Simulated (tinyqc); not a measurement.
Raising U: Hubbard chain of 3 sites, mean field against exact. Computed by the program tinyqc. Collinear unrestricted mean field (the lowest of 40 random starts) against exact diagonalisation.

one-body matrix (hopping and site energies) (eV):
```
,1,2,3
1,-0.1400,-1.8600,0.0000
2,-1.8600,0.5400,-1.8600
3,0.0000,-1.8600,-0.1600
```

electrons, up and down: 2  1

Exact and mean-field results (eV):
```
U,U/t,E exact,E mean field,mean |n_up - n_down|,"double occupancy, exact",first gap in the sector
0.9300,0.5000,-4.506314,-4.485273,0.3665,0.1905,2.3708
1.8600,1.0000,-4.003425,-3.921326,0.4111,0.1699,2.3010
3.7200,2.0000,-3.168130,-2.886278,0.5517,0.1302,2.0193
5.5800,3.0000,-2.537731,-2.088364,0.7253,0.0971,1.7215
7.4400,4.0000,-2.068890,-1.564175,0.8354,0.0723,1.4669
11.1600,6.0000,-1.450978,-0.985563,0.9257,0.0419,1.1000
14.8800,8.0000,-1.078608,-0.684255,0.9582,0.0264,0.8664
22.3200,12.0000,-0.666140,-0.378375,0.9814,0.0129,0.6000
37.2000,20.0000,-0.312699,-0.131658,0.9933,0.0049,0.3676
```

What does the comparison show, and why?

In absolute terms mean field is worst at U/t = 4.0, 0.505 eV too high: at small U it is nearly exact, and at large U it misses only exchange-scale energies. Relative to the exact energy its error is 0.5 % at the smallest U, 58 % at most and 58 % at the largest. The double occupancy falls from 0.191 to 0.005.
